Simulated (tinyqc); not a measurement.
# Changing the void surface energy gamma

Model: nucleation and growth of vacancy voids in a cooling silicon-like crystal. Computed by tinyqc, a small Python program. Command: `OMP_NUM_THREADS=1 python tinyqc.py 3000827 3000828 out.jsonl voids sweep`. One thread of a shared host (Intel(R) Xeon(R) Processor @ 2.30GHz), about 0.4 s of CPU time with the checks.

Spherical voids; vacancies are lost only to voids.

Inputs (values chosen for the exercise, close to those used for silicon): vacancy density at the melting point C_m = 7e+14 1/cm^3; formation energy E_f = 4.04 eV; melting point T_m = 1685 K; diffusion prefactor D0 = 0.00099 cm^2/s; migration energy E_m = 0.4 eV; site density rho = 5e+22 1/cm^3; cooling rate q = 25 K/min; vacancy excess C0 = 2e+14 1/cm^3; temperature step = 0.125 K.

Vacancy supply: given.

Constants: k_B = 8.617333262e-05 eV/K; k_B = 1.380649e-23 J/K.

Method:
- C = C0 as given.
- C_e = C_m exp[-(E_f/k_B)(1/T - 1/T_m)]; D = D0 exp(-E_m/(k_B T)); f = k_B T ln(C/C_e); r* = 2 gamma/(rho f); W* = 16 pi gamma^3/(3 rho^2 f^2); Z = f/sqrt(12 pi W* k_B T); I = rho Z (4 pi r* D C) exp(-W*/(k_B T)).
- March down from 1500 K in steps dT, dt = dT/q, with values at the upper end of each step: a class of I dt voids is born with r*; then all classes grow by r^2 += 2 D (C - C_e) dt/rho; C falls by the vacancies added to voids. Stop at 1150 K. T_n is the T of the largest I, N the final count (classes under 1e-6 /cm^3 are dropped), and the mean radius the number average.

One run for each value:
```
void surface energy gamma (J/m^2)  temperature of peak nucleation T_n (K)  void density N (1/cm^3)  mean radius (nm)
0.833                                                            1444.875               2.3214e+07            34.278
0.900                                                            1423.250               2.3026e+07            34.326
0.967                                                            1400.375               2.3232e+07            34.174
1.030                                                            1377.750               2.3747e+07            33.873
1.100                                                            1351.125               2.4674e+07            33.378
```

Over the rows, temperature of peak nucleation T_n (K) falls from 1440 to 1350 (exponent d ln y / d ln x -0.19 between the first rows and -0.30 between the last); void density N (1/cm^3) goes from 2.32e7 through a minimum among these rows, 2.30e7 at 0.900, to 2.47e7; mean radius (nm) goes from 34.3 through a maximum among these rows, 34.3 at 0.900, to 33.4. The surface energy sets the supersaturation needed and so T_n; N and r respond far less than the rate at fixed T would. Left out: 0.700, 0.767 (nucleation falls outside the range marched).

Extremes, crossings and ranges named in words are read from the listed rows.
